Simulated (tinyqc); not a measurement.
## Threshold-voltage variability of a planar MOSFET, analytic estimates: scaling length and width together

Three independent sources add in quadrature: random dopants in the depleted layer, metal-gate grains of two orientations, and roughness of the two gate edges acting through the roll-off VT = VT(long) - Vr exp(-L/l). These are first-order estimates: no three-dimensional electrostatics, no percolation.

ni = sqrt(Nc Nv) exp(-Eg/(2 Vt)), Eg in volts; Cox = 3.9 eps0/ti; Wd = sqrt(4 eps0 eps_r Vt ln(Na/ni)/(q Na)); dopants: s1 = (q/Cox) sqrt(Na Wd/(3 L W)). Grains: Ng = L W/G^2 (at least 1), s2 = dW sqrt(p (1 - p)/Ng). Edges, with exponential correlation and u = W/La: the mean gate length has sL^2 = 2 De^2 (2/u)[1 - (1 - exp(-u))/u]; s3 = sL (Vr/l) exp(-L/l). s = sqrt(s1^2 + s2^2 + s3^2). l and Vr are held fixed. W = 2.75 L in every row; l is held fixed.

Parameters, values chosen for the exercise; material values close to those of silicon: temperature T = 273 K; band gap Eg = 1.12 eV; relative permittivity of the semiconductor eps_r = 11.8; conduction-band density of states at T Nc = 2.43e19 cm^-3; valence-band density of states at T Nv = 2.27e19 cm^-3; channel doping Na = 7.1e17 cm^-3; oxide-equivalent thickness in inversion ti = 1.4 nm; metal grain size G = 5 nm; work-function difference of the two grain orientations dW = 0.1 eV; share of the orientation of higher work function p = 0.6; rms roughness of one gate edge De = 1.8 nm; correlation length of the roughness La = 15 nm; decay length of the threshold roll-off l = 6.6 nm; prefactor of the roll-off Vr = 1 V.

Constants: q = 1.602176634e-19 C, kB = 1.380649e-23 J/K, Vt = kB T/q, eps0 = 8.8541878128e-14 F/cm where lengths are in cm. Results are converted to the units shown.

Scaling length and width together:
```
L (nm),s1 (mV),s2 (mV),s3 (mV),s (mV),s sqrt(L W) (mV um)
21,18.57,7.034,9.965,22.22,0.7738
25,15.60,5.908,5.108,17.45,0.7233
31,12.58,4.765,1.895,13.59,0.6984
38,10.26,3.887,0.6042,10.99,0.6927
47,8.298,3.143,0.1411,8.875,0.6917
57,6.843,2.591,0.02849,7.317,0.6916
70,5.572,2.110,0.003621,5.958,0.6916
```

As L goes from 21 to 70 nm, s falls from 22.2 to 5.96 mV. The dopants are the largest source in the first and the last row. The product s sqrt(L W) falls from 0.774 to 0.692 mV um: s1 and s2 go as 1/sqrt(L W), so the change comes from s3 alone. For L = 21 to 38 nm the depletion depth exceeds L, so source and drain share much of the charge and s1 is rough.

Computed by the program tinyqc: `OMP_NUM_THREADS=1 python tinyqc.py 2090095 2090096 out.jsonl`, one thread of a shared Intel Xeon 2.30GHz, about 0.01 s for the whole run.
